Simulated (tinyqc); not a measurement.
Worked calculation: extended Hueckel theory, for H3+. The parameters take no account of the charge, which enters only through the electron count. Computed by tinyqc, a small Python program that keeps every step (integrals from PySCF). Settings: charge = 1, K = 2.0, weighted = 1, multiplicity = 1. Command: `OMP_NUM_THREADS=1 python tinyqc.py 30143 30144 out.jsonl` (the two numbers bound the seeds that draw the settings). One thread of a shared host (Intel(R) Xeon(R) Processor @ 2.60GHz), about 0.01 s of CPU time with the checks.

## Overlaps

Geometry (angstrom):
```
atom         x         y         z
H     0.000000  0.000000  0.000000
H     0.000000  0.000000  0.820000
H     0.000000  0.782000  0.410000
```

Parameters chosen for this run:
```
element  shell  Slater exponent   H_ii (eV)
H           1s         1.300000  -13.600000
```

Slater orbitals, each expanded in six Gaussians scaled to its exponent.

overlap S, lower triangle:
```
          1H 1s     2H 1s     3H 1s
1H 1s  1.000000
2H 1s  0.582549  1.000000
3H 1s  0.541391  0.541391  1.000000
```

## Wolfsberg-Helmholz matrix

diagonal H_ii (eV): 1H 1s -13.600000, 2H 1s -13.600000, 3H 1s -13.600000

K = 2.000000

H_ij = K' S_ij (H_ii + H_jj)/2 for i != j (the diagonal keeps H_ii), with K' = K + D^2 + D^4 (1 - K), D = (H_ii - H_jj)/(H_ii + H_jj), K = 2.

H (eV), lower triangle:
```
            1H 1s       2H 1s       3H 1s
1H 1s  -13.600000
2H 1s  -15.845325  -13.600000
3H 1s  -14.725838  -14.725838  -13.600000
```

## Orbitals

valence electrons = 2

Solve H C = S C e through S^(-1/2); fill by pairs from the bottom, a degenerate level sharing its electrons equally; each orbital has its largest coefficient positive (the first on a tie).

orbital energies (eV): -20.755878  1.607559  5.378652

occupations: 2.000000  0.000000  0.000000

coefficients:
```
            MO1        MO2        MO3
1H 1s  0.400722  -0.584173   1.094415
2H 1s  0.400722  -0.584173  -1.094415
3H 1s  0.390738   1.198201   0.000000
```

sum of one-electron energies = -41.511756 eV

## Mulliken analysis

P = C n C^T; charge = valence electrons (H 1) minus the sum of (P S)_ii on the atom; overlap population = 2 sum P_ij S_ij between two atoms.

charges: 1H 0.322215, 2H 0.322215, 3H 0.355570

Overlap populations:
```
pair     value
2-1   0.374179
3-1   0.339078
3-2   0.339078
```
